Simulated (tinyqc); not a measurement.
# Changing the sheet density n

Model: scattering of inversion-layer electrons by surface optical phonons of the gate insulator (remote phonon scattering). Computed by tinyqc, a small Python program. Command: `OMP_NUM_THREADS=1 python tinyqc.py 3113882 3113883 out.jsonl sophonon sweep`. One thread of a shared host (Intel(R) Xeon(R) Processor @ 2.30GHz), about 0.02 s of CPU time with the checks.

One subband with the Fang-Howard envelope; insulator and channel are half-spaces, the gate is far away, and an interlayer only moves the polar surface away by t (its own modes and its permittivity contrast are left out).

Inputs (values chosen for the exercise, modelled on HfO2 on germanium):
```
quantity,value,unit
static constant of the insulator eps_0s,22.1,-
intermediate constant eps_i,6.64,-
optical constant eps_inf,5.05,-
hbar omega_TO1,12.1,meV
hbar omega_TO2,49,meV
constant of the channel eps_s,16.2,-
in-plane mass m,0.125,m_0
valleys g_v,4,-
mean distance of the electrons z0 = 3/b,2.4,nm
interlayer thickness t,0.97,nm
temperature T,200,K
mobility from other processes,250,cm^2/(V s)
```

Screening by the channel electrons: none.

Constants: k_B = 8.617333262e-05 eV/K; hbar^2/(2 m_0) = 3.80998212 eV angstrom^2; e^2/(4 pi eps_0) = 14.39964548 eV angstrom; hbar = 6.582119569e-16 eV s; e = 1.602176634e-19 C; m_0 = 9.1093837015e-31 kg.

Method:
- eps(w) = eps_inf + (eps_0s - eps_i) w1^2/(w1^2 - w^2) + (eps_i - eps_inf) w2^2/(w2^2 - w^2). Surface modes solve eps(w) + eps_s = 0, a quadratic in w^2; the strength of a mode is g = 2/(w d eps/dw).
- Occupation N = 1/(exp(hbar w/(k_B T)) - 1).
- Density of states D = g_v m/(pi hbar^2); eta = E_F/(k_B T) = ln(exp(n/(D k_B T)) - 1); screening wave number q_s = e^2 D/(2 eps_0 eps_avg) x 1/(1 + exp(-eta)), eps_avg = (eps_s + eps_inf)/2; b = 3/z0.
- For a mode of strength g, without the occupation factor, Area x |M(q)|^2 = e^2 hbar w g/(2 eps_0 q) x (b/(b + q))^6 exp(-2 q t).
- Approximate momentum relaxation rate, taking tau v alike in the initial and final states: 1/tau = (m/(2 pi hbar^3)) sum over modes and over absorption (N, E' = E + hbar w) and emission (N + 1, E' = E - hbar w > 0) of [(1 - f(E'))/(1 - f(E))] int_0^(2 pi) Area |M(q)|^2 (1 - cos theta) d theta, q^2 = k^2 + k'^2 - 2 k k' cos theta, f the Fermi function; 48 midpoints in theta from 0 to pi.
- mu = (e/m) int tau E f (1 - f) dE/(k_B T int f dE), by 300 midpoints from 0 to (max(eta, 0) + 14) k_B T; Matthiessen sum with the other processes.

One run for each value:
```
sheet density n (1/cm^2),remote-phonon mobility (cm^2/(V s)),eta,q_s (1/nm)
2.00e+11,9113,-2.8624,0.0961
3.60e+11,9157,-2.2521,0.1693
1.20e+12,9479,-0.9272,0.5042
2.10e+12,9995,-0.2331,0.7861
3.70e+12,11430,0.5850,1.1422
6.70e+12,15033,1.6923,1.5020
1.20e+13,24497,3.2973,1.7151
```

Give the missing row, sheet density n (1/cm^2) = 6.40e+11.

Computed row:
```
sheet density n (1/cm^2)  remote-phonon mobility (cm^2/(V s))      eta  q_s (1/nm)
6.40e+11                                                 9247  -1.6369      0.2897
```

Interpolating between the two neighbouring rows (the first column on a logarithmic scale, the others too where they are positive) misses most in q_s (1/nm), by 1.6 %. Over the rows, remote-phonon mobility (cm^2/(V s)) rises from 9110 to 24500 (exponent d ln y / d ln x 0.0081 between the first rows and 0.84 between the last); eta rises from -2.86 to 3.30; q_s (1/nm) rises from 0.0961 to 1.72 (exponent d ln y / d ln x 0.96 between the first rows and 0.23 between the last). z0 is held fixed, although a denser layer lies closer to the interface.

Caution (all rows): a relaxation time is only an approximation for inelastic scattering, and static or no screening brackets the true dynamic screening only roughly.
